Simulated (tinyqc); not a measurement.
Band offset of a heterojunction with an interface dipole (two-band chains, self-consistent charge): sweeps and comparisons. A value that a table varies takes the place of the one given here.

Sites alternate A, C. Left: A at -G1/2, C at +G1/2, hopping -t1; right: A at D - G2/2, C at D + G2/2, hopping -t2; the bonds across the two interfaces of a ring (C left to A right, C right to A left) have -sqrt(t1 t2). D is the offset of the mid-gaps, so Ev(right) - Ev(left) = D - (G2 - G1)/2 and Ec(right) - Ec(left) = D + (G2 - G1)/2. The closing bond has its sign reversed (antiperiodic ring). Half the levels are filled with two electrons each. The charge moved is q = (electrons on the left) less one a site; the mean over the two interfaces, q/2, is taken as the charge that crosses each, and its dipole opposes the offset: D = D0 - u q/2.

From here on the ring has 24 cells a side.

Inputs chosen for the exercise (gaps near those of InGaAs and InP; the chains and D0 are free models, so the offsets are not those of the real pair; shifted at random, so the results belong to these values and not to a real crystal): G1 = 0.74 eV (gap on the left); G2 = 1.3 eV (gap on the right); t1 = 2.6 eV (hopping on the left); t2 = 2.5 eV (hopping on the right); u = 8.6 eV (potential step per electron moved across); D0 = -0.61 eV (mid-gap of the right side above that of the left, without dipole).

## Where the moved charge sits

D = -0.18659 eV

Electrons in cell k from an interface at the self-consistent D, less those at D = 0. Interface 1 joins C left to A right, interface 2 C right to A left. The decay lengths 1/(2 kappa a) are those of mid-gap states, cosh(kappa a) = 1 + G^2/(8 t^2).

Change of the electron count:
```
k  left of 1  right of 1  left of 2  right of 2
1   -0.01660     0.02237   -0.01811     0.02426
2   -0.00944     0.01097   -0.01031     0.01197
3   -0.00627     0.00600   -0.00683     0.00655
4   -0.00432     0.00336   -0.00469     0.00367
5   -0.00303     0.00190   -0.00328     0.00208
6   -0.00216     0.00109   -0.00233     0.00118
```

decay lengths (cells): left 3.516, right 1.928

How do the results move?

Over six cells interface 1 moves -0.0418 electrons to the left side and +0.0457 to the right, interface 2 -0.0456 and +0.0497: each change is a dipole, and the two differ because the bonds join different sites. The first cells hold 45 % of it at interface 1. The tail is longer on the left, where the gap is smaller against the hopping: from k = 2 to 4 it falls by a factor 2.18, and pure mid-gap decay would give 1.77; the exponential carries a prefactor that falls as a power of the distance, so the first cells drop faster.

## Screening of the starting offset

chi = 0.525124 1/eV

D0 is varied; the self-consistent D is found by bisection. chi = dq/dD at D = 0; the linear rule is D = S D0 with S = 1/(1 + u chi/2). The gap of the junction closes (type III) at |D| = (G1 + G2)/2.

Against D0:
```
2 D0/(G1 + G2)  D0 (eV)  q at D0   D (eV)    D/D0  linear (eV)
-0.85            -0.867  -0.5217  -0.2643  0.3048      -0.2661
-0.55            -0.561  -0.3091  -0.1717  0.3060      -0.1722
-0.30            -0.306  -0.1629  -0.0938  0.3067      -0.0939
-0.15            -0.153  -0.0806  -0.0470  0.3069      -0.0470
0.10              0.102   0.0536   0.0313  0.3069       0.0313
0.25              0.255   0.1352   0.0782  0.3068       0.0783
0.50              0.510   0.2785   0.1562  0.3062       0.1565
0.80              0.816   0.4809   0.2489  0.3051       0.2505
0.95              0.969   0.6183   0.2948  0.3043       0.2974
```

How do the results move?

D/D0 lies between 0.304 and 0.307, against S = 0.307 from chi at D = 0; the linear rule misses by at most 3 meV. q is odd in D. Most of the starting offset is screened, which draws the neutrality levels together.

## Wider gaps screen less

G2 is varied. chi = (q(+0.01) - q(-0.01))/0.02 at D = 0, S = 1/(1 + u chi/2).

Against G2:
```
G2 (eV)  chi (1/eV)       S
0.7         0.73182  0.2411
1.1         0.57852  0.2867
1.5         0.48110  0.3259
2.3         0.35993  0.3925
3.4         0.26333  0.4690
5.5         0.16335  0.5874
7.0         0.12160  0.6566
9.0         0.08490  0.7326
```

What does this show?

chi falls from 0.7318 to 0.0849 1/eV, a factor 8.6, and S rises from 0.241 to 0.733: charge crosses through the tails of states that tunnel into the other gap, and these shorten as the gap widens. u is kept fixed, though a wider gap also screens less and would raise it.

## What each parameter does

Self-consistent D by bisection, q there, and the two offsets. Each row changes one parameter from the base and keeps the others.

Results:
```
case             D (eV)        q  valence offset (eV)  conduction offset (eV)
base            -0.1866  -0.0985              -0.4666                  0.0934
G1 = 0.851 eV   -0.1938  -0.0968              -0.4183                  0.0307
G2 = 1.495 eV   -0.1979  -0.0958              -0.5754                  0.1796
t1 = 2.99 eV    -0.1869  -0.0984              -0.4669                  0.0931
t2 = 2.875 eV   -0.1868  -0.0984              -0.4668                  0.0932
D0 = -0.701 eV  -0.2142  -0.1132              -0.4942                  0.0658
u = 9.89 eV     -0.1691  -0.0892              -0.4491                  0.1109
```

What does this show?

The largest shifts from the base row, up to three for each result and ties (the steps differ in size, so this ranks the rows, not the parameters). D (eV): D0 -0.0276, u +0.0175, G2 -0.0113. q: D0 -0.0147, u +0.0093, G2 +0.0026. valence offset (eV): G2 -0.1088, G1 +0.0483, D0 -0.0276. conduction offset (eV): G2 +0.0862, G1 -0.0627, D0 -0.0276.

tinyqc: `OMP_NUM_THREADS=1 python tinyqc.py 1482396 1482397 out.jsonl`; about 0.3 s, one thread, shared Intel(R) Xeon(R) Processor @ 2.30GHz.
